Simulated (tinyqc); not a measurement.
Single-electron transistor, orthodox theory and master equation: linear conductance against temperature.

A metal island with n extra electrons joins the left lead (voltage V) and the right lead (0 V) by tunnel junctions and couples to a gate. Cs = CL + CR + Cg. Adding electron n + 1 costs mu(n) = [q (n + 1/2) - CL V - Cg Vg]/Cs (in volts); the Fermi levels are -V (left) and 0 (right). A jump that gains the energy W has the rate G(W) = (W/q)/(R [1 - exp(-W/Vt)]), W in volts, Vt = kB T/q. Sequential tunnelling only; I > 0 flows from left to right.

Onto the island: from the left W = -V - mu(n), from the right W = -mu(n); off the island (n + 1 to n): to the left W = mu(n) + V, to the right W = mu(n). Steady state: p(n + 1)/p(n) = (sum of on rates)/(sum of off rates), normalised. I = q sum_n [p(n + 1) (off to left) - p(n) (on from left)]. Enough charge states are kept that the digits shown do not change. The conductance is dI/dV at V = 0 times RL + RR, at Vg = q/(2 Cg) (peak) and Vg = 0 (valley).

Values chosen for this exercise:

| symbol | value | unit | meaning |
|---|---|---|---|
| CL | 3 | aF | capacitance of the left junction |
| CR | 2 | aF | capacitance of the right junction |
| Cg | 0.32 | aF | gate capacitance |
| RL | 540 | kohm | resistance of the left junction |
| RR | 27000 | kohm | resistance of the right junction |

Constants: q = 1.602176634e-19 C, kB = 1.380649e-23 J/K, Vt = kB T/q. Results are converted to the units shown.

Linear conductance against temperature:
```
T (K),kB T/(q^2/Cs),peak,valley
8.7,0.02489,0.5000,7.603e-8
14,0.04006,0.5000,9.476e-5
21,0.06009,0.5000,0.004049
33,0.09443,0.5003,0.05286
52,0.1488,0.5075,0.2261
81,0.2318,0.5511,0.4599
130,0.3720,0.6532,0.6443
200,0.5723,0.7527,0.7525
```

At low temperature the peak is 0.500, the limit 1/2 of a metal island with only two charge states in play; it rises from 0.500 to 0.753, and the valley rises from 7.60e-8 to 0.752. Among the rows the valley is within 10 % of the peak from kB T = 0.37 q^2/Cs on: the oscillation is washed out.

Range of the model: Cotunnelling, which dominates deep in the blockade, is left out.

tinyqc, about 0.01 s, one thread, Intel Xeon 2.30GHz (shared host): `OMP_NUM_THREADS=1 python tinyqc.py 2780022 2780023 out.jsonl`
